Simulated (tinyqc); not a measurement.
Slope factor and drain-induced lowering from three currents.

Inverse problem. With source and body at 0 V, I = A exp((Vg + dd Vd)/(nf Vt)) (1 - exp(-Vd/Vt)). Find nf, the swing nf Vt ln 10 and dd.

Parameters, values chosen for the exercise: temperature T = 378 K.

Constants: q = 1.602176634e-19 C, kB = 1.380649e-23 J/K, Vt = kB T/q. Results are converted to the units shown.

currents at (Vg, Vd) = (0, 0.05), (0, 0.8) and (0.1, 0.8) V (nA/um): [0.16739885, 0.54821929, 6.7889465]

Answer. The pair at equal Vd gives nf; the pair at equal Vg, after dividing out the factors 1 - exp(-Vd/Vt), gives dd.

nf = 1.22
swing = 91.5 mV/decade
dd = 0.0500

tinyqc, about 0.03 s, one thread, Intel Xeon 2.30GHz (shared host): `OMP_NUM_THREADS=1 python tinyqc.py 2242031 2242032 out.jsonl`
